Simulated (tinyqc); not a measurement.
# Electromigration in a confined line: Blech product, Korhonen stress evolution and Black's law, step by step

A worked calculation. Computed by tinyqc, a small Python program that keeps every step. Command: `OMP_NUM_THREADS=1 python tinyqc.py 3009272 3009273 out.jsonl emigr walk`. One thread of a shared host (Intel(R) Xeon(R) Processor @ 2.30GHz), about 0.01 s of CPU time with the checks. Intermediate numbers are printed to about 6 digits and carried at full precision; extremes and crossings named in words are read from the listed rows.

The electron wind pushes atoms from the cathode (x = 0) to the anode (x = L); blocking ends build a back stress (tension positive). The input rho is taken not to change with temperature. d sigma/dt = d/dx [kappa (d sigma/dx + G)], with zero flux at both ends and sigma = 0 at t = 0.

Inputs (values chosen for the exercise, close to those used for cobalt lines): resistivity rho = 12.5 micro-ohm cm; atomic volume Omega = 11.1 angstrom^3; effective charge number Z* = 3.1; prefactor D0 = 1.1e-06 m^2/s; activation energy E = 1.26 eV; effective modulus B = 42 GPa; critical stress sigma_c = 360 MPa; current density j = 1.3 MA/cm^2; line length L = 14 um; test temperature T = 310 C; time as a fraction of L^2/kappa, s = 0.015; use temperature T_u = 110 C; use current density j_u = 0.34 MA/cm^2; current exponent n = 2.

Start: stress-free.

Constants: e = 1.602176634e-19 C; k_B = 8.617333262e-05 eV/K; k_B = 1.380649e-23 J/K.

## Driving force and diffusivities

G = Z* e rho j/Omega; D = D0 exp(-E/(k_B T)); kappa = D B Omega/(k_B T); drift velocity of an unconfined line v = D Z* e rho j/(k_B T). SI: 1 micro-ohm cm = 1e-8 ohm m, 1 MA/cm^2 = 1e10 A/m^2. Temperatures in kelvin are T(C) + 273.15.

stress gradient G = 72.7114 MPa/um

diffusivity D = 1.41922e-17 m^2/s

kappa = 8.21785e-16 m^2/s

drift velocity = 5.12170 nm/h

## Steady state and Blech product

At steady state sigma(x) = G (L/2 - x). A void forms only if the cathode stress reaches sigma_c, that is if j L exceeds (j L)_c = 2 Omega (sigma_c)/(Z* e rho). Time scale tau = L^2/kappa.

steady cathode stress = 508.980 MPa

j L = 1820 A/cm

critical product (j L)_c = 1287.28 A/cm

tau = 66.2515 h

j L is 1.41 times the critical product: the line can fail. Caution: a steady stress above sigma_c is formal, since a void forms first.

## Series terms at the cathode

sigma(x, t) = G L [1/2 - x/L - 4 sum_(m odd) cos(m pi x/L) exp(-m^2 pi^2 s)/(m pi)^2], s = t/tau, summed to m = 399. The terms at x = 0 are 4 exp(-m^2 pi^2 s)/(m pi)^2; tau = L^2/kappa.

terms for m = 1, 3, 5, 7: [0.349515, 0.0118813, 4.00361e-04, 5.84956e-06]

cathode stress at time s = 140.680 MPa

time t = 0.993772 h

## Stress along the line

Steady state: G L (1/2 - x/L). Take x/L = 0, 0.1, 0.2, 0.3, 0.4, 0.6, 0.8 and 1.

Stress (MPa):
```
x/L  at time s  steady state
0.0    140.680       508.980
0.1     61.700       407.184
0.2     21.693       305.388
0.3      5.960       203.592
0.4      1.232       101.796
0.6     -1.232      -101.796
0.8    -21.693      -305.388
1.0   -140.680      -508.980
```

Caution: stresses above sigma_c are formal, since a void forms first.

## Finite line against the semi-infinite law

Semi-infinite line: sigma(0, t) = 2 G L sqrt(s/pi). One-term form: keep m = 1 alone.

Cathode stress (MPa):
```
s            t (h)  full series  semi-infinite  one term
0.002  1.32503e-01       51.369          51.37   104.480
0.005  3.31257e-01       81.221          81.22   116.281
0.01   6.62515e-01      114.864         114.86   135.190
0.02   1.32503e+00      162.443         162.44   170.319
0.05   3.31257e+00      256.570         256.84   257.111
0.1    6.62515e+00      355.208         363.23   355.214
0.2    1.32503e+01      451.670         513.69   451.670
0.4    2.65006e+01      501.019         726.47   501.019
0.8    5.30012e+01      508.826        1027.38   508.826
```

Among these rows the semi-infinite law holds to 1 % up to s = 0.05 and the one-term form from s = 0.05 on: the far end is felt once sqrt(kappa t) is no longer small against L, and by then the terms with m > 1 have nearly died out. The critical stress 360 MPa is passed between s = 0.1 and 0.2. Caution: rows beyond sigma_c are formal, since a void ends the model there.

## Time to nucleate a void

Solve sigma(0, t) = sigma_c for s; the semi-infinite estimate is t = (pi/kappa) ((sigma_c)/(2 G))^2.

nucleation time = 6.83761 h

semi-infinite estimate = 6.50773 h

The back stress delays nucleation by 5.1 %.

## Extrapolation by Black's law

Median life t50 = A j^(-n) exp(E/(k_B T)); acceleration factor = t50(use)/t50(test) = (j/j_u)^n exp[(E/k_B)(1/T_u - 1/T)].

current factor = 14.6194

temperature factor = 483187

acceleration factor = 7.06389e+06

At the use current j_u L lies below the critical product, where Black's law does not apply: the line would not fail by this mechanism. Caution: an acceleration factor above a million assumes one mechanism over a range that no test covers. Caution: j_u L lies below the critical product, so the acceleration factor is formal: at use the line would not void.

Checks made by the program: series against a 200-cell finite-volume solution (on the scale of G L) (relative difference 1e-06).
